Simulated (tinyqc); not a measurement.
Fermi velocity from one capacitance.

Question. At zero temperature and without traps graphene has Cq = 2 q^3 phi/(pi hbar^2 vF^2), charge Cq phi/2, 1/C_G = 1/Cox + 1/Cq and Vg = phi + Cq phi/(2 Cox). Find Cq, phi, vF and n.

Constants: q = 1.602176634e-19 C, hbar = 1.054571817e-34 J s. Results are converted to the units shown.

Vg = 0.55972508 V
C_G = 0.60315878 uF/cm^2
Cox = 0.73470920 uF/cm^2

Answer. The series relation gives Cq, the voltage relation phi = Vg/(1 + Cq/(2 Cox)), and the formula for Cq then vF.

Cq = 3.37 uF/cm^2
phi = 0.170 V
vF = 1.09e6 m/s
n = 1.79e12 cm^-2

Numbers from tinyqc (`OMP_NUM_THREADS=1 python tinyqc.py 2200146 2200147 out.jsonl`; about 0.01 s on one thread of a shared Intel Xeon 2.30GHz).
